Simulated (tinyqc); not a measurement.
Permeation of metal atoms or ions through a thin barrier or dielectric: time lag, field-aided drift and lifetime: one step, computed by the program tinyqc. Command: `OMP_NUM_THREADS=1 python tinyqc.py 3015398 3015399 out.jsonl barrier walk`. One thread of a shared host (Intel(R) Xeon(R) Processor @ 2.30GHz), about 0.01 s of CPU time with the checks.

The film 0 < x < d is empty at first; C = C0 at x = 0 and C = 0 at x = d. dC/dt = D d2C/dx2 - v dC/dx with drift v = D z e V/(k_B T d) (uniform field, no space charge).

Question. Time to the critical dose. Steady flux J = (D C0/d) P/(1 - exp(-P)); time lag in units of d^2/D: s_L = [P (1 + exp(-P))/(1 - exp(-P)) - 2]/P^2 (P = 0: J = D C0/d, s_L = 1/6). Dose through the film Q(s) = C0 d {f (s - s_L) - 2 exp(P/2) sum_(n=1..200) (-1)^n n^2 pi^2 exp(-l_n s)/l_n^2}, l_n = n^2 pi^2 + P^2/4, f = P/(1 - exp(-P)) the relative flux. Temperatures in kelvin are T(C) + 273.15. Solve Q = Q_c for s. At the use temperature D and P take T_u, with the same C0 and V; 1 year = 3.15576e7 s.

Inputs (values chosen for the exercise, for a model case: singly charged ions through a dielectric):

| quantity | value | unit |
|---|---|---|
| thickness d | 57 | nm |
| prefactor D0 | 0.072 | cm^2/s |
| activation energy E | 1.27 | eV |
| concentration at the source side C0 | 1.2e+14 | 1/cm^3 |
| charge number z | 1 | - |
| voltage V (positive drives ions across) | -0.26 | V |
| critical dose Q_c | 5e+07 | 1/cm^2 |
| test temperature T | 175 | C |
| use temperature T_u | 70 | C |

Peclet number P = -6.732511

time scale d^2/D = 86398.55 s

Constants: k_B = 8.617333262e-05 eV/K.

Give: s at the critical dose; failure time at T; failure time at T_u.

Answer.

s at the critical dose = 9.206

failure time at T = 7.954e+05 s

failure time at T_u = 3520 years

Caution: grain boundaries, pinholes, trapping and space charge are left out; thin real barriers usually fail at defects.
